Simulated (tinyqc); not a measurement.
Comparisons within one model: five-level k.p model folded onto the conduction band. A value that a table varies takes the place of the one given here.

For k along z and one spin sector the level c couples to four states. With c0 = hbar^2/2m0, P = sqrt(Ep c0), P2 = sqrt(Ep2 c0): diagonal Eg + (1 + Cm) c0 k^2 for c, and 0, -Dso, E7 + D2, E7 for lh, so, G8 up, G7 up (their own dispersion is left out); couplings of c: sqrt(2/3) P k to lh, sqrt(1/3) P k to so, sqrt(2/3) P2 k to G8 up, sqrt(1/3) P2 k to G7 up (phases chosen real).

Expanding E = H_cc + S(E) about Eg in powers of k^2, with s_n = sum_j H_cj^2/(Eg - H_jj)^n: order k^2: e2 = (1 + Cm) c0 k^2 + s1; order k^4: e4 = -s2 e2; order k^6: e6 = s3 e2^2 + s2^2 e2.

Second-order sums for the lowest conduction level at E: 1/m = 1 + Cm + (Ep/3)(2/E + 1/(E + Dso)) - (Ep2/3)(2/(E7 + D2 - E) + 1/(E7 - E)); g/2 = 1 + Cg - (Ep/3)(1/E - 1/(E + Dso)) - (Ep2/3)(1/(E7 - E) - 1/(E7 + D2 - E)). E is counted from the top of the valence band; E = Eg at the edge.

Constants: hbar^2/2m0 = 3.80998211 eV angstrom^2.

Parameters, chosen for this exercise (near those of InP; the results hold for these values, not for the real material): Eg = 1.43 eV (gap at Gamma to the s-like level); Dso = 0.108 eV (spin-orbit splitting); Ep = 20.8 eV (Kane energy); E7 = 4.71 eV (upper Gamma7 conduction level, from the valence top); D2 = 0.07 eV (its spin-orbit splitting, Gamma8 above Gamma7); Ep2 = 5.6 eV (Kane energy to the upper levels); Cm = -0.8 (remote term in 1/m); Cg = 0 (remote term in g/2).

## How far the series holds

Energies from Eg; Pk/Eg measures the coupling.

Levels (eV):
```
k (1/angstrom)  Pk/Eg  to k^2   to k^4   to k^6   exact
0.0241          0.150  0.0282   0.0275   0.0275  0.0275
0.0551          0.343  0.1472   0.1298   0.1334  0.1327
0.0861          0.536  0.3593   0.2556   0.3092  0.2887
0.1170          0.728  0.6635   0.3099   0.6475  0.4692
0.1480          0.921  1.0617   0.1563   1.5393  0.6589
0.1790          1.114  1.5530  -0.3842   3.9447  0.8470
0.2100          1.307  2.1375  -1.5323   9.7546  1.0269
0.2410          1.500  2.8151  -3.5504  22.2343  1.1940
```

Within 2 % of the exact level stay: the k^2 term in no row, the sum to k^4 up to Pk/Eg = 0.15, the sum to k^6 up to Pk/Eg = 0.34. In the last row the errors are +1621, -4744 and +21040 meV: higher orders make it worse, since the series in k^2 converges only for Pk below about Eg/2 in the two-level limit E = Eg/2 + sqrt(Eg^2/4 + P^2 k^2).

## Mass and g factor above the band edge

The sums are evaluated at E = Eg + dE, as is done for confined or hot electrons.

Results:
```
dE (meV)    m(E)   g(E)  m(E)/m(Eg)  1 + dE/Eg
0         0.0786  1.295      1.0000     1.0000
20        0.0799  1.313      1.0161     1.0140
50        0.0818  1.338      1.0405     1.0350
100       0.0850  1.377      1.0817     1.0699
150       0.0883  1.412      1.1237     1.1049
200       0.0917  1.444      1.1666     1.1399
300       0.0986  1.500      1.2549     1.2098
```

Over 300 meV the mass grows by 25.5 %, against 21.0 % for two levels alone, and g moves from 1.295 to 1.500, towards the free value 2.

## Six materials (three-level Kane formulas for mass and g factor)

1/m = 1 + (Ep/3)(2/Eg + 1/(Eg + Dso)), g = 2 - (2 Ep/3)(1/Eg - 1/(Eg + Dso)). The inputs are values chosen for the exercise.

Results:
```
case         Eg (eV)  Dso (eV)  Ep (eV)  m (m0)        g   Eg/Ep
A near GaSb    0.825     0.766     26.9  0.0352   -8.466  0.0307
B near InSb    0.232     0.820     23.2  0.0133  -49.965  0.0100
C near InP     1.424     0.108     20.8  0.0655    1.314  0.0685
D near ZnSe    2.876     0.400     24.5  0.1090    1.307  0.1174
E near CdTe    1.607     0.899     19.0  0.0876   -0.828  0.0846
F near GaP     2.862     0.079     31.7  0.0835    1.802  0.0903
```

The mass follows the gap: m/(Eg/Ep) lies between 0.92 and 1.33, while m itself spans a factor of 8.2. The order by mass differs from the order by gap. g is negative for A, B and E; it needs Ep Dso > 3 Eg (Eg + Dso). Where g is small, two larger terms cancel: 5 % in Ep moves g by (2 - g)/20, and the levels left out move it by tenths. Remote bands, left out here, make real masses heavier, by up to a half in the wider-gap crystals. All rows are for the Gamma valley, which is not the lowest one in GaP and Ge.

## What each parameter does

Mass and g at E = Eg. Each row changes one parameter from the base and keeps the others.

Results:
```
case             m (m0)       g
base            0.07861  1.2953
Eg = 1.287 eV   0.06978  1.1440
Dso = 0.097 eV  0.07841  1.3602
Ep = 18.72 eV   0.08849  1.3634
E7 = 5.181 eV   0.07734  1.3008
D2 = 0.077 eV   0.07859  1.2930
Ep2 = 6.16 eV   0.07966  1.2929
```

The largest shifts from the base row, up to three for each result and ties (the steps differ in size, so this ranks the rows, not the parameters). m (m0): Ep +0.00988, Eg -0.00883, E7 -0.00127. g: Eg -0.1513, Ep +0.0681, Dso +0.0649.

Program tinyqc; command `OMP_NUM_THREADS=1 python tinyqc.py 1081389 1081390 out.jsonl`; about 0.01 s on one thread of a shared Intel(R) Xeon(R) Processor @ 2.30GHz.
